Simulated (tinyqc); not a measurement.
## Bandgap voltage reference from two bipolar transistors: effect of the temperature coefficient of both resistors

Two transistors of area 1 and N carry the same current I. Is(T) = Is (T/T0)^eta exp[(Vg0 q/kB)(1/T0 - 1/T)], VBE1 = Vt ln(I/Is(T)) + I rb, VBE2 = Vt ln(I/(N Is(T))) + I rb/N. The amplifier forces I R1(T) = VBE1 - VBE2 + Vos, with R(T) = R (1 + tc (T - T0)) for both resistors, and the output is Vref = VBE1 + I R2(T). Base currents and the Early effect are neglected.

Vt = kB T/q; I = (Vt ln N + Vos)/(R1(T) - rb (1 - 1/N)). Box coefficient: span of Vref between 233 and 398 K over its average over T and over 165 K. The last column is the R2 that gives zero slope at T0.

Inputs (values chosen for the exercise); values of the order met in silicon bipolar transistors: reference temperature T0 = 300 K; band-gap voltage extrapolated to 0 K Vg0 = 1.205 V; temperature exponent of the saturation current eta = 4.3; saturation current of the unit transistor at T0 Is = 5.5e-18 A; area ratio of the second transistor N = 4; resistor across which the difference of VBE falls, at T0 R1 = 10 kohm; offset of the amplifier Vos = 0 mV; series resistance of the unit transistor rb = 0 ohm; output resistor at T0 R2 = 173.6 kohm.

Constants: q = 1.602176634e-19 C, kB = 1.380649e-23 J/K. Results are converted to the units shown.

Result of one run:

| I at T0 (uA) | Vref at T0 (V) | slope at T0 (uV/K) | box coefficient (ppm/K) | R2 for zero slope (kohm) |
|---|---|---|---|---|
| 3.584 | 1.325 | 39.41 | 28.78 | 170.3 |

Which temperature coefficient of both resistors tc gave this result: -2000, -1000, 2000 or 3000 ppm/K?

tc = 3000 ppm/K.

The whole series:

| tc (ppm/K) | I at T0 (uA) | Vref at T0 (V) | slope at T0 (uV/K) | box coefficient (ppm/K) | R2 for zero slope (kohm) |
|---|---|---|---|---|---|
| -2000 | 3.584 | 1.325 | 168.7 | 125.5 | 159.5 |
| -1000 | 3.584 | 1.325 | 142.8 | 102.0 | 161.6 |
| 0 | 3.584 | 1.325 | 117.0 | 79.90 | 163.8 |
| 1000 | 3.584 | 1.325 | 91.11 | 58.92 | 166.0 |
| 2000 | 3.584 | 1.325 | 65.26 | 41.87 | 168.1 |
| 3000 | 3.584 | 1.325 | 39.41 | 28.78 | 170.3 |

As tc goes from -2000 to 3000, Vref stays at 1.325 V and the box coefficient falls from 125 to 28.8 ppm/K.

Program tinyqc, `OMP_NUM_THREADS=1 python tinyqc.py 2062018 2062019 out.jsonl`; Intel Xeon 2.30GHz, shared host, one thread, about 0.02 s.
